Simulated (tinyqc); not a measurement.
# Hexagonal on-chip spiral inductor, lumped pi model: what changes with what

Outer diameter do = di + 2 n wd + 2 (n - 1) sp, mean da = (do + di)/2, fill p = (do - di)/(do + di), length l = 3.464 n da. L = 2.33 mu0 n^2 da/(1 + 3.82 p), mu0 = 4 pi 1e-7 H/m. Rs = rho l/(wd delta (1 - exp(-th/delta))), delta = sqrt(rho/(pi f mu0)). Cs = n wd^2 eps0 eo/hu across the coil. At each end Cox = l wd eps0 eo/(2 ho) leads to the substrate branch Rsi = 2 rs he/(l wd) in parallel with Csi = l wd eps0 11.7/(2 he). With one end grounded Y = 1/(Rs + i w L) + i w Cs + 1/[1/(i w Cox) + 1/(1/Rsi + i w Csi)], w = 2 pi f; Q = -Im Y/Re Y. Eddy currents in neighbouring turns and in the substrate are left out.

Parameters, values chosen for the exercise; values of the order met in silicon radio-frequency processes: number of turns n = 3.5; line width wd = 15 um; space between turns sp = 2 um; inner diameter di = 40 um; metal thickness th = 2 um; metal resistivity rho = 2.2 uohm cm; oxide below the coil ho = 4.8 um; oxide between coil and underpass hu = 1.1 um; relative permittivity of the oxide eo = 3.9; substrate resistivity rs = 20 ohm cm; effective spreading depth in the substrate he = 30 um; frequency f = 1.5 GHz.

Constants: eps0 = 8.8541878128e-12 F/m. Results are converted to the units shown.

Each table varies one quantity; the others keep the values above.

## Quality factor against frequency

Apparent inductance Im(1/Y)/w; share of the loss Re(substrate branch)/Re Y.

Results:
```
f (GHz)  Rs (ohm)  w L/Rs      Q  apparent inductance (nH)  loss in the substrate (%)
0.38        1.113   2.307  2.305                     1.076                    0.01079
0.62        1.188   3.526  3.518                     1.076                    0.06272
1.6         1.413   7.650  7.462                     1.083                      1.630
2.7         1.606   11.36  10.34                     1.096                      7.068
4.4         1.854   16.03  12.29                     1.124                      19.64
7.2         2.197   22.14  11.94                     1.202                      39.39
12          2.687   30.17  8.307                     1.492                      61.29
19          3.283   39.09  2.642                     3.215                      76.90
```

Estimate the missing row, f = 1 GHz.

Computed row:
```
f (GHz)  Rs (ohm)  w L/Rs      Q  apparent inductance (nH)  loss in the substrate (%)
1           1.285   5.255  5.218                     1.078                     0.3432
```

With this row back in the table: Q goes from 2.30 through a maximum of 12.3 (at f = 4.4 GHz among the rows listed) to 2.64; the exact peak is 12.5 at 5.34 GHz and Q reaches zero at the self-resonance, 22.6 GHz. The share of the substrate rises from 0.0108 to 76.9 %, and the apparent inductance ends at 2.99 times L. At the peak the substrate takes 26.8 % of the loss.

## Effect of the oxide below the coil

Same model as above.

Peak Q and its frequency from a search over f; self-resonance where Im Y = 0; Q at the given f (negative beyond resonance).

The same in every row: L (nH) = 1.075; do (um) = 155.0.

Result of one run:
```
ho (um)  peak Q  f of the peak (GHz)  self-resonance (GHz)  Q at f
7         13.82                5.994                 23.35   7.178
```

What becomes of these results when the oxide below the coil ho is changed from 7 to 15 um, all else the same?

Result of the changed run:
```
ho (um)  peak Q  f of the peak (GHz)  self-resonance (GHz)  Q at f
15        17.22                8.002                 25.15   7.230
```

The whole series:
```
ho (um)  peak Q  f of the peak (GHz)  self-resonance (GHz)  Q at f
1         9.719                4.226                 21.11   6.697
2         10.49                4.510                 21.55   6.893
3         11.25                4.800                 21.97   7.015
5         12.63                5.401                 22.71   7.130
7         13.82                5.994                 23.35   7.178
10        15.30                6.822                 24.14   7.210
15        17.22                8.002                 25.15   7.230
```

As ho goes from 1 to 15, L stays at 1.08 nH, the peak Q rises from 9.72 to 17.2, its frequency rises from 4.23 to 8.00 GHz and the self-resonance rises from 21.1 to 25.1 GHz.

Program tinyqc, `OMP_NUM_THREADS=1 python tinyqc.py 2302046 2302047 out.jsonl`; Intel Xeon 2.30GHz, shared host, one thread, about 0.01 s.
